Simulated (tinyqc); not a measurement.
# Worked calculation: frequency dispersion of an accumulation capacitance by border traps, distributed model

tinyqc, about 0.3 s, one thread, Intel Xeon 2.30GHz (shared host): `OMP_NUM_THREADS=1 python tinyqc.py 2202115 2202116 out.jsonl` Printed values are rounded.

Traps spread evenly through the insulator exchange electrons with the semiconductor by tunnelling, with tau(x) = t0 exp(2 ka x) at depth x from the interface. The admittance per area Y seen at depth x obeys dY/dx = -Y^2/(i w eps0 eox) + q Nb ln(1 + i w tau)/tau, with Y(0) = i w Cs and w = 2 pi f; the gate sees Y(tox) = G + i w C. Working variable y = Y/(i w), in uF/cm^2. Cox = eps0 eox/tox.

Parameters, values chosen for the exercise; permittivity close to that of aluminium oxide:
- eox = 8.13 (relative permittivity of the insulator)
- tox = 3.6 nm (insulator thickness)
- Cs = 1.4 uF/cm^2 (semiconductor capacitance in accumulation)
- Nb = 2.4e19 cm^-3 eV^-1 (density of border traps)
- ka = 6.5 1/nm (decay constant of the wave function in the insulator)
- t0 = 9e-9 s (time constant of a trap at the interface)
- f = 1000 Hz (frequency)
- xe = 1.1 nm (depth down to which the steps are taken)

Constants: q = 1.602176634e-19 C, eps0 = 8.8541878128e-14 F/cm where lengths are in cm. Results are converted to the units shown.

## Scales and lumped estimate

Cox; trap-free value 1/(1/Cox + 1/Cs); response depth d = ln(1/(w t0))/(2 ka), where w tau = 1; lumped estimate: all traps within d act as C_bt = q Nb d placed at d/2, so C = 1/{1/[1/(1/Cs + d/(2 eps0 eox)) + C_bt] + (tox - d/2)/(eps0 eox)}.

Cox = 1.99957 uF/cm^2
trap-free C = 0.823457 uF/cm^2
d = 0.752339 nm
C_bt = 0.289291 uF/cm^2
lumped C = 0.930006 uF/cm^2

The traps within reach amount to 0.207 Cs and lie in the first 20.9 % of the insulator.

## Midpoint steps through the active depth

In terms of y: dy/dx = -y^2/(eps0 eox) + s(x), s = q Nb ln(1 + z)/z, z = i w tau. 11 midpoint steps of h = xe/11: y_half = y + (h/2) y'(x, y), y(new) = y + h y'(x + h/2, y_half).

```
point  x (nm)    s (uF/(cm^2 nm))       y (uF/cm^2)
0           0  0.384522-0.000011i  1.40000+0.00000i
1         0.1  0.384522-0.000040i  1.41101+0.00000i
2         0.2  0.384522-0.000146i  1.42159-0.00001i
3         0.3  0.384521-0.000537i  1.43176-0.00004i
4         0.4  0.384509-0.001971i  1.44154-0.00014i
5         0.5  0.384341-0.007226i  1.45092-0.00051i
6         0.6  0.382109-0.026285i  1.45988-0.00185i
7         0.7  0.355936-0.086672i  1.46769-0.00664i
8         0.8  0.222888-0.154533i  1.46818-0.01934i
9         0.9  0.080375-0.108859i  1.45241-0.03238i
10          1  0.023529-0.049497i  1.42795-0.03847i
11        1.1  0.006534-0.018932i  1.40141-0.03999i
```

## Capacitance and conductance at the gate

y at xe = 1.40141-0.03999i uF/cm^2

Beyond xe the traps are ignored, so 1/y(tox) = 1/y(xe) + (tox - xe)/(eps0 eox); C = Re y, G/w = -Im y, loss tangent G/(w C).

y at the gate = 0.942795-0.018092i uF/cm^2
C = 0.942795 uF/cm^2
G/w = 0.0180915 uF/cm^2
loss tangent = 0.0191892

A fine integration over the whole insulator gives C = 0.94315 and G/w = 0.01889 uF/cm^2; the coarse G/w is 4.2 % below that. The fine C is 15 % above the trap-free value, and the lumped estimate is 1.4 % below the fine result.
